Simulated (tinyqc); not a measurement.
Chemically amplified photoresist: aerial image, acid generation, bake, development and line width. Changing the acid diffusivity D. Computed by tinyqc, a small Python program. Command: `OMP_NUM_THREADS=1 python tinyqc.py 3029857 3029858 out.jsonl resist sweep`. One thread of a shared host (Intel(R) Xeon(R) Processor @ 2.30GHz), about 0.05 s of CPU time with the checks.

Lines and spaces of pitch p with a two-beam-like image; x = 0 is the middle of the bright space. The resist is positive and treated as uniform in depth.

Inputs (values chosen for the exercise, for a model resist at 13.5 nm):
```
quantity,value,unit
pitch p,33,nm
image contrast c,0.6,-
mean dose E,8.59,mJ/cm^2
Dill parameter C,0.024,cm^2/mJ
"quencher load q, relative to the acid generator",0.17,-
bake time t,90,s
amplification rate k_amp,0.042,1/s
threshold protection m_th,0.47,-
development selectivity n,3,-
largest rate r_max,120,nm/s
smallest rate r_min,0.023,nm/s
resist thickness d,30,nm
development time t_d,45,s
photon energy,91.84,eV
absorption coefficient alpha,6.7,1/um
```

Method:
- Dose E(x) = E [1 + c cos(2 pi x/p)]; acid h = 1 - exp(-C E(x)).
- Bake: the acid image is blurred by a Gaussian of variance sigma^2 = 2 D t (each Fourier term k of h, taken on 64 points, is multiplied by exp(-4 pi^2 k^2 D t/p^2)).
- Cosine coefficients: h(x) = sum_k h_k cos(2 pi k x/p).
- The quencher then removes q, h_eff = max(h_blurred - q, 0); protection m = exp(-k_amp t h_eff).
- Mack rate r = r_max (a + 1)(1 - m)^n/(a + (1 - m)^n) + r_min, a = ((n + 1)/(n - 1))(1 - m_th)^n.
- Edge: vertical development clears the film where r t_d >= d; the space width is twice the x where r = d/t_d.
- Dose sensitivity = d ln(width)/d ln E from widths at 1.005 E and E/1.005; image log-slope at the edge = |d ln E/dx|, normalised by the width (NILS); latitude for 10 % of width = 10 %/sensitivity.
- The edge lies at x = width/2.
- Absorbed photons per volume N = E(edge) alpha/(photon energy), 1 mJ/cm^2 = 62.41509 eV/nm^2, alpha in 1/nm; a Gaussian blur averages over a volume V = (2 sqrt(pi) sigma)^3; relative noise 1/sqrt(N V); edge noise sigma_x = (dh/d ln E) noise/|dh/dx|, with both derivatives of the blurred acid at the edge.

One run for each value:
```
acid diffusivity D (nm^2/s),dose latitude (%),edge noise from photons (nm),space width (nm),blur factor of the first harmonic
0.0015,7.822,18.68,15.04,0.9951
0.0026,7.790,12.40,15.03,0.9916
0.0048,7.728,7.88,15.01,0.9845
0.0087,7.618,5.10,14.97,0.9720
0.0160,7.416,3.30,14.91,0.9491
0.0290,7.065,2.19,14.79,0.9097
0.0530,6.451,1.50,14.58,0.8412
0.0960,5.454,1.09,14.20,0.7311
0.1700,4.013,0.90,13.45,0.5743
```

What does the table show, and why?

Over the rows, dose latitude (%) falls from 7.82 to 4.01 (exponent d ln y / d ln x -0.0073 between the first rows and -0.54 between the last); edge noise from photons (nm) falls from 18.7 to 0.902 (exponent d ln y / d ln x -0.74 between the first rows and -0.34 between the last); space width (nm) falls from 15.0 to 13.5 (exponent d ln y / d ln x -0.0012 between the first rows and -0.094 between the last). Blur pulls the acid image towards its mean: it flattens the acid slope, averages over more photons, and moves the edge unless the clearing threshold lies at that mean.

Caution (all rows): lateral development, standing waves and the joint diffusion of acid and quencher are left out, so widths are indicative. Caution (rows 0.00150, 0.00260, 0.00480, 0.00870, 0.0160): with under about ten photons in the blur volume a Gaussian noise estimate is unreliable. Caution (all rows): the noise counts photons alone (acid and quencher statistics add to it) and takes the film as thicker than the blur; a thinner film averages in two dimensions only.
